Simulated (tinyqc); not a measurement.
# Transit time and capacitance from two cut-off frequencies

Inverse problem. 1/(2 pi fT) = tauF + Vt C/JC, C the sum of the junction capacitances per area. Find C, tauF and the limit of fT at high current.

Parameters, values chosen for the exercise: temperature T = 300 K.

Constants: q = 1.602176634e-19 C, kB = 1.380649e-23 J/K, Vt = kB T/q. Results are converted to the units shown.

JC (mA/um^2): 0.015  0.76
fT (GHz): 17.713489  106.05451

Answer. The delay is a straight line in 1/JC with slope Vt C and intercept tauF.

C = 4.43 fF/um^2
tauF = 1.35 ps
limit of fT = 118 GHz

tinyqc, about 0.01 s, one thread, Intel Xeon 2.30GHz (shared host): `OMP_NUM_THREADS=1 python tinyqc.py 2320035 2320036 out.jsonl`
